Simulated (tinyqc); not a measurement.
## Bandgap voltage reference from two bipolar transistors: output against temperature

Two transistors of area 1 and N carry the same current I. Is(T) = Is (T/T0)^eta exp[(Vg0 q/kB)(1/T0 - 1/T)], VBE1 = Vt ln(I/Is(T)) + I rb, VBE2 = Vt ln(I/(N Is(T))) + I rb/N. The amplifier forces I R1(T) = VBE1 - VBE2 + Vos, with R(T) = R (1 + tc (T - T0)) for both resistors, and the output is Vref = VBE1 + I R2(T). Base currents and the Early effect are neglected.

Vt = kB T/q; I = (Vt ln N + Vos)/(R1(T) - rb (1 - 1/N)).

Inputs (values chosen for the exercise); values of the order met in silicon bipolar transistors:
- T0 = 323 K (reference temperature)
- Vg0 = 1.167 V (band-gap voltage extrapolated to 0 K)
- eta = 3.7 (temperature exponent of the saturation current)
- Is = 1.1e-18 A (saturation current of the unit transistor at T0)
- N = 15 (area ratio of the second transistor)
- R1 = 3 kohm (resistor across which the difference of VBE falls, at T0)
- tc = 0 ppm/K (temperature coefficient of both resistors)
- Vos = 0.2 mV (offset of the amplifier)
- rb = 24 ohm (series resistance of the unit transistor)
- R2 = 14.45 kohm (output resistor at T0)

Constants: q = 1.602176634e-19 C, kB = 1.380649e-23 J/K. Results are converted to the units shown.

Results:
```
T (K)  I (uA)  VBE1 (V)  I R2 (V)  Vref (V)  Vref - Vref(T0) (mV)  dVref/dT (uV/K)
218     17.15    0.9778    0.2479     1.226                 1.812            31.47
233     18.33    0.9611    0.2648     1.226                 2.167            15.99
253     19.90    0.9386    0.2875     1.226                 2.292           -3.174
273     21.46    0.9157    0.3101     1.226                 2.049           -20.88
298     23.42    0.8866    0.3385     1.225                 1.269           -41.26
323     25.38    0.8571    0.3668     1.224                     0           -60.01
348     27.34    0.8270    0.3951     1.222                -1.720           -77.35
373     29.30    0.7966    0.4234     1.220                -3.858           -93.49
423     33.22    0.7345    0.4800     1.215                -9.279           -122.8
```

Estimate the missing row, T = 398 K.

Computed row:
```
T (K)  I (uA)  VBE1 (V)  I R2 (V)  Vref (V)  Vref - Vref(T0) (mV)  dVref/dT (uV/K)
398     31.26    0.7657    0.4517     1.217                -6.386           -108.6
```

With this row back in the table: VBE1 falls by 1.19 mV/K on average and I R2 rises by 1.13 mV/K. The slope of Vref vanishes at T = 250 K. Between 233 and 398 K Vref spans 8.68 mV, or 43.0 ppm/K by the box method (span over the average over T, over 165 K).

tinyqc, about 0.02 s, one thread, Intel Xeon 2.30GHz (shared host): `OMP_NUM_THREADS=1 python tinyqc.py 2062086 2062087 out.jsonl`
